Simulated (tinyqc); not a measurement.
Worked calculation: FCI on RHF in the sto-6g basis, for H3+, spin multiplicity 1. One step of it, computed by the program tinyqc.

Problem. FCI: determinants and Hamiltonian. Slater-Condon rules over spin orbitals, with the nuclear repulsion added and E(HF) subtracted on the diagonal. Only determinants linked to the reference directly or through others are kept (one block of an abelian symmetry group), so some states are absent.

one-electron integrals over orbitals h = C^T H C (hartree), lower triangle:
```
,1,2,3
1,-1.545479
2,0.000000,-1.160699
3,-0.096995,0.000000,-0.751428
```

Two-electron integrals over orbitals (pq|rs), unique and non-zero (hartree):
```
p,q,r,s,(pq|rs)
1,1,1,1,0.570613
2,1,2,1,0.146350
2,2,1,1,0.484944
2,2,2,2,0.536097
3,1,1,1,0.096995
3,1,2,2,-0.036905
3,1,3,1,0.135512
3,2,2,1,-0.140888
3,2,3,2,0.158951
3,3,1,1,0.575383
3,3,2,2,0.515073
3,3,3,1,0.083426
3,3,3,3,0.614867
```

nuclear repulsion = 1.32426729 hartree

Hartree-Fock energy = -1.19607697 hartree

Give: determinants; H - E(HF) between determinants.

Solution.

Occupation strings over the orbitals (2 doubly, a alpha, b beta, 0 empty; spin orbitals ordered 1a 1b 2a 2b ...): 200 a0b b0a 020 002

H - E(HF) between determinants (hartree), lower triangle:
```
,200,a0b,b0a,020,002
200,0.0000
a0b,0.0000,0.7988
b0a,0.0000,-0.1355,0.7988
020,0.1463,-0.1409,0.1409,0.7350
002,0.1355,-0.0136,0.0136,0.1590,1.6324
```
